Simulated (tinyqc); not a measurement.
From results back to parameters: defect, radiative and Auger recombination at equal electron and hole densities (ABC model). Four cases, with inputs chosen for the exercise.

Problem. The peak efficiency, the current at the peak and the differential lifetime there, tau_p = 1/(Ae + 2 B n_p + 3 C n_p^2), are given; Ae, B and C are hidden. n_p = sqrt(Ae/C), Q = B/sqrt(Ae C), IQE_max = Q/(Q + 2).

J/(e d) = Ae n + B n^2 + C n^3 with Ae = A + 4 S/w (four side walls, carriers spread evenly), e = 1.602176634e-19 C, lengths in cm; internal efficiency IQE = B n^2/(Ae n + B n^2 + C n^3); all injected carriers recombine in the layer.

Find: Q; Ae; n_p; B; C.

Method. Q = 2 IQE/(1 - IQE). At the peak B n = Q Ae and C n^2 = Ae, so 1/tau_p = Ae (4 + 2Q) and J = e d Ae n_p (2 + Q); B and C follow.

Case 1.

Values chosen (out of a larger set: orders of magnitude like those quoted for GaAs; not measured data): d = 59 nm (active thickness).

IQE_max = 0.976627
J at the peak = 251.656 A/cm^2
tau_p = 2.65607 ns

Solution.

Q = 83.6
Ae = 2.20e+06 1/s
n_p = 1.41e+18 1/cm^3
B = 1.3e-10 cm^3/s
C = 1.1e-30 cm^6/s

Case 2.

Values chosen (out of a larger set: orders of magnitude like those quoted for Ge; not measured data): d = 380 nm (active thickness).

IQE_max = 0.210413
J at the peak = 6.21134 A/cm^2
tau_p = 858.246 ns

Solution.

Q = 0.533
Ae = 2.30e+05 1/s
n_p = 1.75e+18 1/cm^3
B = 7.0e-14 cm^3/s
C = 7.5e-32 cm^6/s

Case 3.

Values chosen (out of a larger set: orders of magnitude like those quoted for Si; not measured data): d = 99000 nm (active thickness).

IQE_max = 0.00885465
J at the peak = 38.5475 A/cm^2
tau_p = 5101.48 ns

Solution.

Q = 0.0179
Ae = 4.86e+04 1/s
n_p = 2.48e+17 1/cm^3
B = 3.5e-15 cm^3/s
C = 7.9e-31 cm^6/s

Case 4.

Values chosen (out of a larger set: orders of magnitude like those quoted for Ge; not measured data): d = 560 nm (active thickness).

IQE_max = 0.212215
J at the peak = 0.685241 A/cm^2
tau_p = 4019.31 ns

Solution.

Q = 0.539
Ae = 4.90e+04 1/s
n_p = 6.14e+17 1/cm^3
B = 4.3e-14 cm^3/s
C = 1.3e-31 cm^6/s

Computed by tinyqc, one run a case: `OMP_NUM_THREADS=1 python tinyqc.py N N+1 out.jsonl` with N = 1681581, 1681604, 1681619, 1681731; one thread of a shared Intel(R) Xeon(R) Processor @ 2.30GHz, about 0.01 s a run at most.
